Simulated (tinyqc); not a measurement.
On-chip interconnect, size-dependent resistivity and RC delay: two steps of the calculation.

A rectangular line between two neighbours and two ground planes. Surface and grain-boundary scattering are added to the bulk resistivity as corrections; capacitances are parallel-plate values without fringing; inductance is ignored.

Parameters, values chosen for the exercise; metal values close to those of copper:
- rho0 = 1.72 uohm cm (bulk resistivity)
- lam = 40.2 nm (bulk mean free path)
- ps = 0.4 (specular share of surface scattering)
- Rg = 0.4 (reflection coefficient of grain boundaries)
- gr = 1.5 (grain size over the metal width)
- wd = 24 nm (drawn line width)
- AR = 1.9 (aspect ratio, height over width)
- tl = 2.7 nm (liner on both walls and the bottom, not conducting)
- sp = 24 nm (space to the neighbouring lines)
- hd = 36 nm (dielectric height to the planes above and below)
- ek = 3 (relative permittivity of the dielectric)
- Mf = 1 (Miller factor of the neighbours)
- Rd = 410 ohm (driver resistance)
- dt = 71 ps (time step)

Constants: eps0 = 8.8541878128e-12 F/m. Results are converted to the units shown.

Problem 1. Resistivity, resistance and capacitance per length. Metal width x = wd - 2 tl, height y = AR wd - tl; grain boundaries (Mayadas-Shatzkes): al = (lam/(gr x)) Rg/(1 - Rg), g = 1/[1 - 3 al/2 + 3 al^2 - 3 al^3 ln(1 + 1/al)] - 1; surfaces (Fuchs-Sondheimer, thick limit): s = (3/8) lam (1 - ps)(1/x + 1/y); rho = rho0 (1 + g + s); r = rho/(x y); c = eps0 ek (2 wd/hd + 2 Mf AR wd/sp).

Find: x; y; al; g; s; rho; r; c.

Solution 1.

x = 18.600 nm
y = 42.900 nm
al = 0.96057
g = 1.3247
s = 0.69713
rho = 5.1975 uohm cm
r = 65.136 ohm/um
c = 0.13635 fF/um

Problem 2. Node voltages after a time step. A 1 V step is applied behind Rd at t = 0. C dv/dt = -G v + b, with G the conductance matrix of the ladder (1/Rs between neighbours, 1/Rd added at node 0) and b = (1 V/Rd, 0, ...). Trapezoidal step: (C/dt + G/2) v(new) = (C/dt - G/2) v + b.

Rs = 3745.3196 ohm

```
node     C (fF)  v at t = 0 (V)
0     3.9201917               0
1     7.8403833               0
2     7.8403833               0
3     7.8403833               0
4     3.9951917               0
```

Wanted: v at t = 1 dt.

Solution 2.

v at t = 1 dt, node 0 to 4 (V): 1.803  0.750  0.318  0.150  0.105

Node 0 overshoots the 1 V source: the trapezoidal rule rings on modes much faster than dt.

Range of the model: The metal width is under the mean free path, where the thick-limit surface term and the simple sum of corrections lose accuracy.

Computed by the program tinyqc: `OMP_NUM_THREADS=1 python tinyqc.py 2100111 2100112 out.jsonl`, one thread of a shared Intel Xeon 2.30GHz, about 0.01 s for the whole run.
